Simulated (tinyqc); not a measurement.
Transfer-length model of a contact: one step of the calculation.

A metal contact of length d and width W on a thin layer of the same width. The metal has no resistance, the sheet resistance under it equals Rsh, and current enters the layer at the front edge x = 0.

Task. Transfer length. A = Lt coth(d/Lt) is solved for Lt, starting from Lt = A. Lt(new) = sqrt(Lt A tanh(d/Lt)), the geometric mean of the old value and the plain step.

Inputs (values chosen for the exercise): contact length d = 0.15 um.

A = 0.076949069 um
Lt after iteration 1 = 0.075404910 um

Give: Lt after iteration 2.

Result.

Lt after iteration 2 = 0.074761 um

Numbers from tinyqc (`OMP_NUM_THREADS=1 python tinyqc.py 2760057 2760058 out.jsonl`; about 0.01 s on one thread of a shared Intel Xeon 2.30GHz).
